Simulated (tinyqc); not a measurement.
Worked calculation: plane-wave Kohn-Sham cycle with exchange-only LDA in a layered model solid. One step of it, computed by the program tinyqc.

Question. Iteration 2: levels at that k. Diagonalise the Hermitian matrix.

H (hartree), order -2, -1, +0, +1, +2:
```
[[0.169902, -0.191606, 0.001903, 0.000210, 0.001688],
 [-0.191606, -0.136056, -0.191606, 0.001903, 0.000210],
 [0.001903, -0.191606, -0.197248, -0.191606, 0.001903],
 [0.000210, 0.001903, -0.191606, -0.013673, -0.191606],
 [0.001688, 0.000210, 0.001903, -0.191606, 0.414669]]
```

Give: eigenvalues.

Answer.

eigenvalues (hartree): [-0.4403, -0.1666, 0.0659, 0.2819, 0.4967]
